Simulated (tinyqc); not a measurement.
# Long-channel MOSFET, surface-potential model, step by step

Numbers from tinyqc (`OMP_NUM_THREADS=1 python tinyqc.py 2360034 2360035 out.jsonl`; about 0.04 s on one thread of a shared Intel Xeon 2.30GHz). Printed values are rounded.

n-channel transistor on a uniformly doped p-type body, gradual-channel approximation, constant mobility, Boltzmann statistics, full ionisation. Potentials are counted from the neutral body; V is the electron quasi-Fermi potential, Vsb at the source and Vsb + Vds at the drain. Charges are magnitudes per area.

Inputs (values chosen for the exercise); material values close to those of silicon: temperature T = 273 K; band gap Eg = 1.11 eV; relative permittivity of the semiconductor eps_r = 11.9; conduction-band density of states at T Nc = 2.47e19 cm^-3; valence-band density of states at T Nv = 2.29e19 cm^-3; acceptor density of the body Na = 2e17 cm^-3; relative permittivity of the gate insulator eox = 26.2; insulator thickness tox = 180 nm; flat-band voltage Vfb = -0.6 V; channel mobility mu = 250 cm^2/(V s); gate width W = 5 um; gate length L = 1 um; source-body reverse bias Vsb = 0 V; gate-source voltage Vgs = 2.29 V; drain-source voltage Vds = 0.2 V.

Constants: q = 1.602176634e-19 C, kB = 1.380649e-23 J/K, Vt = kB T/q, eps0 = 8.8541878128e-14 F/cm where lengths are in cm. Results are converted to the units shown.

## Body potential, insulator capacitance and body factor

ni = sqrt(Nc Nv) exp(-Eg/(2 Vt)), Eg in volts; phiF = Vt ln(Na/ni); Cox = eps0 eox/tox; gamma = sqrt(2 q eps0 eps_r Na)/Cox. VT = Vfb + 2 phiF + gamma sqrt(2 phiF + Vsb), m = 1 + gamma/(2 sqrt(2 phiF + Vsb)).

ni = 1.350714e9 cm^-3
phiF = 0.4425864 V
Cox = 0.1288776 uF/cm^2
gamma = 2.016302 V^0.5
VT = 2.182183 V
m = 2.071548

## Iteration 1: surface potential at the source by Newton steps

psi at the start (2 phiF + Vsb) = 0.8851730 V

With V = Vsb: G = psi - Vt + Vt e, e = exp((psi - 2 phiF - Vsb)/Vt); f = Vgs + Vsb - Vfb - psi - gamma sqrt(G); f' = -1 - gamma (1 + e)/(2 sqrt(G)); psi(new) = psi - f/f'.

G = 0.8851732 V
f = 0.1078169 V
f' = -3.143102
psi after iteration 1 = 0.9194757 V

## Iteration 2: surface potential at the source by Newton steps

As before.

G = 0.9970597 V
f = -0.04281104 V
f' = -6.348947
psi after iteration 2 = 0.9127327 V

## Course of the iteration: surface potential at the source by Newton steps

Stop when psi changes by less than 1e-10 V, or after 40 iterations.

Course of the iteration:
```
iteration    psi (V)  |change| (V)
1          0.9194757        0.0343
2          0.9127327       6.74e-3
3          0.9120662       6.66e-4
4          0.9120607       5.50e-6
5          0.9120607      3.69e-10
6          0.9120607             0
```

Converged in 6 iterations. At the end the number of correct digits about doubles with each step.

## Charges and current of the charge-sheet model

psi_0 = 0.9120607 V
psi_L = 0.9495900 V

psi_0 and psi_L solve Vgs + Vsb - Vfb - psi = gamma sqrt(G) at V = Vsb and Vsb + Vds. Qi = Cox gamma [sqrt(G) - sqrt(psi - Vt)], G = psi - Vt + Vt exp((psi - 2 phiF - V)/Vt), at both ends. With U = Vgs + Vsb - Vfb: drift = mu (W/L) Cox [U (psi_L - psi_0) - (psi_L^2 - psi_0^2)/2 - (2/3) gamma ((psi_L - Vt)^1.5 - (psi_0 - Vt)^1.5)]; diffusion = mu (W/L) Vt (Qi0 - QiL).

Qi0 = 9.966082 nC/cm^2
QiL = 0.009975883 nC/cm^2
drift current = 0.2335824 uA
diffusion current = 0.2927757 uA
drain current = 0.5263582 uA

Drift carries 44.4 % of the current. The drain end is pinched off: its charge is under 1 % of that at the source.

## Inversion charge along the channel

V, point 0 to 6 (V): 0  0.03333333  0.06666667  0.1  0.1333333  0.1666667  0.2

The surface potential psi at channel potential V solves Vgs + Vsb - Vfb - psi = gamma sqrt(G), G = psi - Vt + Vt exp((psi - 2 phiF - V)/Vt). Charge sheet: Qi = Cox gamma [sqrt(G) - sqrt(psi - Vt)]. Pao-Sah: Qi = (Cox gamma/2) integral from 3 Vt to psi of exp((u - 2 phiF - V)/Vt)/sqrt(G(u, V)) du.

```
point    psi (V)  Qi, charge sheet (nC/cm^2)  Qi, Pao-Sah (nC/cm^2)
0      0.9120607                    9.966082               10.10229
1      0.9300313                    5.185466               5.255202
2      0.9417854                    2.071791               2.099365
3      0.9472295                   0.6330837              0.6414699
4      0.9490007                   0.1654973              0.1676862
5      0.9494727                  0.04093959             0.04148084
6      0.9495900                 0.009975883             0.01010776
```

At the source the charge-sheet charge is 1.3 % below the Pao-Sah one.

## Pao-Sah current by Simpson's rule

I = mu (W/L) integral of Qi dV; Simpson's rule on the 7 points, step Vds/6, weights 1, 4, 2, ..., 4, 1 times step/3.

Pao-Sah current = 0.5333210 uA

Gauss-Legendre quadrature on many points gives 0.5334 uA, so this value is within 0.01 % of it; the charge-sheet current, 0.5264 uA, is 1.3 % below it.
